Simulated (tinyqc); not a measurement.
# Lossy on-chip transmission line with skin effect: effect of the load resistance

A uniform line in a homogeneous dielectric: c = sqrt(er)/(c0 Z0), l = Z0 sqrt(er)/c0 (c0 = 299792458 m/s), g = w c td, w = 2 pi f. The resistance joins its limits as r = sqrt(r_dc^2 + r_hf^2), with r_dc = rho/(wd th), r_hf = kr rho/(2 delta (wd + th)), delta = sqrt(rho/(pi f mu0)), mu0 = 4 pi 1e-7 H/m; this is an interpolation, and internal inductance, up to 0.05 nH/mm at low frequency, is neglected.

gamma = sqrt((r + i w l)(g + i w c)) = alpha + i beta, Zc = sqrt((r + i w l)/(g + i w c)), roots with positive real part; loss 8.685889638 alpha in dB; phase velocity w/beta. ZL = 1/(1/RL + i w CL); reflection (ZL - Zc)/(ZL + Zc); Zin = Zc (ZL + Zc tanh(gamma len))/(Zc + ZL tanh(gamma len)); H = V_load/V_source = [Zin/(Zin + Rg)]/[cosh(gamma len) + (Zc/ZL) sinh(gamma len)].

Parameters, values chosen for the exercise: width of the strip wd = 2.7 um; thickness of the strip th = 2.7 um; resistivity rho = 2.9 uohm cm; relative permittivity er = 4.2; loss tangent td = 0.02; lossless impedance sqrt(l/c) Z0 = 45 ohm; factor for crowding and the return path kr = 2; length len = 0.53 mm; source resistance Rg = 25 ohm; load capacitance CL = 20 fF; frequency f = 6.8 GHz.

The same in every row: r (ohm/mm) = 6.521; r/(w l) = 0.4961; loss (dB/mm) = 0.6379; |Zc| (ohm) = 47.54; phase velocity over c0 = 0.4754; length in wavelengths = 0.02529.

Result of one run:

| RL (ohm) | \|H\| (dB) |
|---|---|
| 150 | -1.456 |

What becomes of these results when the load resistance RL is changed from 150 to 500 ohm, all else the same?

Result of the changed run:

| RL (ohm) | \|H\| (dB) |
|---|---|
| 500 | -0.4071 |

The whole series:

| RL (ohm) | \|H\| (dB) |
|---|---|
| 10 | -11.79 |
| 25 | -6.635 |
| 50 | -3.905 |
| 75 | -2.766 |
| 150 | -1.456 |
| 500 | -0.4071 |
| 10000 | 0.05838 |

As RL goes from 10 to 10000, the loss stays at 0.638 dB/mm, |Zc| stays at 47.5 ohm and |H| goes from -11.8 to 0.0584 dB, with its highest value among the rows, 0.0584 dB, at RL = 10000.

Computed by the program tinyqc: `OMP_NUM_THREADS=1 python tinyqc.py 2810184 2810185 out.jsonl`, one thread of a shared Intel Xeon 2.30GHz, about 0.01 s for the whole run.
